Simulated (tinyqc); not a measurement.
Core-shell quantum dot (spherical envelope functions): sweeps and comparisons. A value that a table varies takes the place of the one given here.

Parabolic bands; strain and other valleys are left out. s states, u = r psi, hard wall at R + H, c = hbar^2/2m0, energies from the band edges of the core. Core: u = sin(k1 r)/k1, k1 = sqrt(m1 E/c). At R, psi and psi'/m are continuous, so u is continuous and its slope in the shell is s = u/R + (m2/m1)(u' - u/R). Shell: u(R + x) = u(R) cos(k2 x) + s sin(k2 x)/k2, k2 = sqrt(m2 (E - V)/c); for negative arguments the functions turn into sinh and cosh. A level has u(R + H) = 0.

Overlap = (integral of u_e u_h)^2 with normalised u. Coulomb integrals J_ab = (q/eps) double integral of u_a(r)^2 u_b(s)^2/max(r, s), q = e^2/(4 pi eps0), one eps everywhere. Exciton E = Eg + E_e + E_h - J_eh; first-order biexciton shift J_ee + J_hh - 2 J_eh (positive: repulsive).

Constants: hbar^2/2m0 = 3.80998211 eV angstrom^2; e^2/(4 pi eps0) = 14.39964547 eV angstrom; hc = 1239.841984 eV nm.

Inputs chosen for the exercise (near those of a CdSe/CdS core-shell dot; not measured data): R = 29 angstrom (core radius); Vc = 0.301 eV (conduction edge of the shell above that of the core); Vv = 0.433 eV (hole barrier of the shell); me1 = 0.13 m0 (electron, core); me2 = 0.213 m0 (electron, shell); mh1 = 0.447 m0 (hole, core); mh2 = 0.831 m0 (hole, shell); Eg = 1.753 eV (gap of the core); eps = 6.1 (dielectric constant); Hs = (3, 9, 13, 22, 27, 40, 58) angstrom (shell thicknesses); H = 6 angstrom (shell thickness).

## Growing the shell

All quantities anew for each H.

Results:
```
H (angstrom)  E_e (eV)  E_h (eV)  electron in core  overlap  J_eh (meV)  E (eV)  biexciton shift (meV)
3               0.2523    0.0745             0.989    1.000       125.7   1.954                    0.0
9               0.1801    0.0670             0.915    0.972       113.3   1.887                    1.1
13              0.1652    0.0667             0.876    0.944       110.3   1.875                    2.1
22              0.1554    0.0667             0.830    0.904       107.4   1.868                    3.2
27              0.1541    0.0667             0.820    0.894       106.7   1.867                    3.5
40              0.1534    0.0667             0.811    0.886       106.1   1.867                    3.7
58              0.1533    0.0667             0.810    0.884       106.0   1.867                    3.8
```

The line moves by -87 meV: the electron gives -99, the hole -8 and the weaker attraction +20 meV. Over the last step E_e moves by -0.1 meV and E_h by 0.0 meV; the electron level lies below the shell edge Vc, so it is bound to the core and settles. The overlap goes from 1.000 to 0.884, which scales the radiative lifetime by 1.1 if the rate is proportional to it.

## What each parameter does

All quantities anew. Each row changes one parameter from the base and keeps the others.

Results:
```
case             E (eV)  overlap  electron in core  biexciton shift (meV)
base              1.908    0.991             0.954                    0.4
R = 26 angstrom   1.947    0.990             0.941                    0.4
H = 11 angstrom   1.879    0.957             0.894                    1.6
Vc = 0.401 eV     1.912    0.993             0.957                    0.3
Vv = 0.325 eV     1.906    0.996             0.954                    0.2
me2 = 0.266 m0    1.891    0.981             0.943                    0.9
mh1 = 0.358 m0    1.919    0.998             0.954                    0.1
eps = 7           1.923    0.991             0.954                    0.3
```

The largest shifts from the base row, up to three for each result and ties (the steps differ in size, so this ranks the rows, not the parameters). E (eV): R +0.039, H -0.029, me2 -0.017. overlap: H -0.034, me2 -0.010, mh1 +0.006; unchanged at the printed digits by eps. electron in core: H -0.060, R -0.012, me2 -0.010; unchanged at the printed digits by Vv, mh1 and eps. biexciton shift (meV): H +1.2, me2 +0.5, mh1 -0.3; unchanged at the printed digits by R.

Program tinyqc; command `OMP_NUM_THREADS=1 python tinyqc.py 1250951 1250952 out.jsonl`; about 0.02 s on one thread of a shared Intel(R) Xeon(R) Processor @ 2.30GHz.
